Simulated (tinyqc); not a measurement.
Inside a calculation. Method: Luttinger-Kohn k.p, four valence bands. One step of it, computed by the program tinyqc.

Task: Levels at k. Diagonalise the Hermitian matrix.

H(k) at k (eV), lower triangle (Hermitian):
```
                      3/2                  1/2                -1/2      -3/2
3/2              0.090154
1/2   -0.013045-0.011328i             0.045890
-1/2  -0.005740-0.047831i             0.000000            0.045890
-3/2             0.000000  -0.005740-0.047831i  0.013045+0.011328i  0.090154
```

Give: eigenvalues.

Result:

eigenvalues (eV): 0.0123  0.0123  0.1238  0.1238
